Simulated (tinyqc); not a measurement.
Inside a calculation: propagation of a band-gap error through k.p and effective-mass formulas. Values are carried at full precision from step to step, so a last printed digit may differ when a step is redone from the rounded ones.

Chain, for a gap E (the reference Eg or another value), with Ep and Dso kept: 1/me = 1 + Ep (E + 2 Dso/3)/(E (E + Dso)); g* = 2 - 2 Ep Dso/(3 E (E + Dso)); g1(E) = g1 + (Ep/3)(1/E - 1/Eg), g2(E) = g2 + (Ep/6)(1/E - 1/Eg), light hole 1/(g1 + 2 g2), heavy hole 1/(g1 - 2 g2) along [100]; optical constant ei(E) = 1 + (ei - 1)(EP/(EP + E - Eg))^2, static e0(E) = ei(E) + e0 - ei.

Constants: Ry = 13.60569312 eV; a0 (Bohr radius) = 0.5291772105 angstrom; kB = 8.617333262e-05 eV/K; hbar^2/2m0 = 3.80998211 eV angstrom^2.

Values chosen for the exercise (reference values near those of GaSb, gap at low temperature; shifted at random, so the results belong to these values and not to a real crystal): Eg = 0.802 eV (gap at Gamma to the s-like level); Dso = 0.774 eV (spin-orbit splitting); Ep = 27.4 eV (Kane energy); g1 = 13.43 (Luttinger gamma1); g2 = 4.7 (gamma2); e0 = 15.83 (static dielectric constant); ei = 14.43 (optical dielectric constant); EP = 4.12 eV (mean (Penn) gap); Eg2 = 0.257 eV (a wrong gap); mh = 0.51 m0 (density-of-states mass of the holes); T = 77 K (temperature); k = 0.015 1/angstrom (wave vector).

## Masses, g factor and screening for both gaps

Evaluate the chain at Eg and at Eg2.

Band values at the two gaps:

| quantity | at Eg | at Eg2 | ratio |
|---|---|---|---|
| me | 0.03382 | 0.01236 | 0.365 |
| g* | -9.186 | -51.36 | - |
| g1 | 13.43 | 37.58 | 2.798 |
| g2 | 4.700 | 16.78 | 3.569 |
| light hole | 0.04380 | 0.01406 | 0.321 |
| heavy hole | 0.2481 | 0.2481 | 1.000 |
| ei | 14.43 | 18.84 | 1.305 |
| e0 | 15.83 | 20.24 | 1.278 |

The gap is off by a factor of 0.32; the electron mass follows with 0.37 and the light hole with 0.32, while the heavy hole, which does not couple to the conduction level, keeps its value. The optical constant changes less, by +31 %, as it answers to the mean gap, which shifts by the same -0.55 eV on a base of 4.12 eV. g* moves by -42.17; remote bands, left out here, shift it by tenths or, where it is large, by some per cent.

## Binding energies and densities for both gaps

Donor: R = Ry me/e0^2, a_B = a0 e0/me, Mott density (0.26/a_B)^3. Nc, Nv = 2 (m kT/(4 pi c))^(3/2), c = hbar^2/2m0, ni = sqrt(Nc Nv) exp(-E/2kT). Exciton: Ry mu/e0^2 with 1/mu = 1/me + g1(E). 1 angstrom^-3 = 1e24 cm^-3.

Use the values of the table.

Results:

| quantity | at Eg | at Eg2 | ratio |
|---|---|---|---|
| R (meV) | 1.836 | 0.4105 | 0.224 |
| a_B (angstrom) | 247.7 | 866.7 | 3.50 |
| Mott density (cm^-3) | 1.156e+15 | 2.699e+13 | 0.0233 |
| Nc (cm^-3) | 2.029e+16 | 4.481e+15 | 0.221 |
| ni (cm^-3) | 8.811e-10 | 2.836e+08 | 3.22e+17 |
| exciton (meV) | 1.263 | 0.2803 | 0.222 |

Power laws carry the error on: the donor energy (me/e0^2) by a factor of 0.224, the Mott density (cube of me/e0) by 0.0233. ni, with its exponential, changes by a factor of 3.22e+17, that is 17.5 decades.

## A scissor shift and what it does not mend

A rigid shift D = Eg - Eg2 of the conduction band restores the gap but leaves the curvature, so the mass stays me(Eg2); redoing the sum 1/m = 1 + Ep (E + 2 Dso/3)/(E (E + Dso)) with E = Eg and the same Ep gives another mass. For optics, eps2 at the edge goes as |p|^2/E^2: a rigid shift keeps the dipole elements p/E, while shifting the energies under unchanged p scales eps2 by (Eg2/Eg)^2.

shift D = 0.545 eV
mass under a rigid shift = 0.0124 m0
mass from the sum with the corrected gap = 0.0338 m0
factor on eps2 if p is left unscaled = 0.103

The rigid shift leaves the mass off by a factor of 0.37. The mass from the corrected gap is the reference me(Eg) here, because the exercise keeps Ep fixed; a real correction of the gap depends on k and changes Ep as well.

## Far from the edge the relative error shrinks

Two-level dispersion E(k) = sqrt(E^2/4 + Ep c k^2) - E/2 at k/4, k, 4k for both gaps, c = hbar^2/2m0.

Energies above the edge:

| k (1/angstrom) | at Eg (eV) | at Eg2 (eV) | ratio |
|---|---|---|---|
| 0.00375 | 0.0018 | 0.0056 | 3.061 |
| 0.01500 | 0.0283 | 0.0715 | 2.528 |
| 0.06000 | 0.3315 | 0.4979 | 1.502 |

The ratio tends to Eg/Eg2 = 3.12 at k = 0 and goes from 3.061 to 1.502: at large k both curves approach the same slope sqrt(Ep c), while their distance in eV grows towards |Eg - Eg2|/2.

## Checks

- Chain at E = Eg against the inputs g1, g2, ei, e0: they agree to 1e-10 or better.

Computed by tinyqc, a small Python program: `OMP_NUM_THREADS=1 python tinyqc.py 1880224 1880225 out.jsonl` (the numbers bound the seed that draws the inputs); one thread of a shared host (Intel(R) Xeon(R) Processor @ 2.30GHz), about 0.01 s for the whole set of steps.
